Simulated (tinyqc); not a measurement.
Field dependence: Hall effect and magnetoresistance of several carrier groups with constant relaxation times. Computed by tinyqc, a small Python program. Command: `OMP_NUM_THREADS=1 python tinyqc.py 3010372 3010373 out.jsonl hall2 walk`. One thread of a shared host (Intel(R) Xeon(R) Processor @ 2.30GHz), about 0.01 s of CPU time with the checks.

Group 1 has charge -e and group 2 charge -e; s_i is that sign. B lies along z; mu B is formed with mu in m^2/(V s).

Inputs (values chosen for the exercise, for a model conductor):

| quantity | value | unit |
|---|---|---|
| density n1 | 2e+13 | 1/cm^2 |
| mobility mu1 | 25000 | cm^2/(V s) |
| density n2 | 1.6e+13 | 1/cm^2 |
| mobility mu2 | 710 | cm^2/(V s) |

Carriers: two electron groups. Densities: per area (a thin layer).

Constants: e = 1.602176634e-19 C.

Method:
- Weak field: R_H(0) = sum s_i n_i mu_i^2/(e (sum n_i mu_i)^2); MR = c B^2 with c = n1 n2 mu1 mu2 (s1 mu1 - s2 mu2)^2/(n1 mu1 + n2 mu2)^2. Strong field: R_H = 1/(e sum s_i n_i); rho_xx saturates at (n1/mu1 + n2/mu2)/(e (sum s_i n_i)^2).
- sigma_xx = sum n_i e mu_i/(1 + mu_i^2 B^2); sigma_xy = sum s_i n_i e mu_i^2 B/(1 + mu_i^2 B^2).
- rho_xx = sigma_xx/(sigma_xx^2 + sigma_xy^2); Hall coefficient R_H = sigma_xy/(B (sigma_xx^2 + sigma_xy^2)), with B in V s/cm^2 (1 T = 1e-4 V s/cm^2); magnetoresistance MR = rho_xx(B)/rho_xx(0) - 1.

saturation MR = 820.733 %

Against the field:

| B (T) | mu1 B | rho_xx (ohm) | R_H (cm^2/C) | MR (%) |
|---|---|---|---|---|
| 0.02 | 0.05 | 12.21 | -2.9856e+05 | 5.1263e-03 |
| 0.06 | 0.15 | 12.21 | -2.9855e+05 | 4.6135e-02 |
| 0.16 | 0.4 | 12.25 | -2.9851e+05 | 3.2796e-01 |
| 0.4 | 1 | 12.46 | -2.9824e+05 | 2.0454e+00 |
| 1 | 2.5 | 13.75 | -2.9663e+05 | 1.2619e+01 |
| 2.4 | 6 | 20.47 | -2.8823e+05 | 6.7728e+01 |
| 6 | 15 | 48.25 | -2.5351e+05 | 2.9535e+02 |
| 16 | 40 | 92.34 | -1.9842e+05 | 6.5650e+02 |
| 48 | 120 | 109.67 | -1.7676e+05 | 7.9854e+02 |

MR starts as B^2.00 and ends as B^0.18; it saturates at 821 %. One group alone would show no magnetoresistance in this model. The rows with mu1 B well above 1 show the semiclassical limit; Landau quantisation is left out.
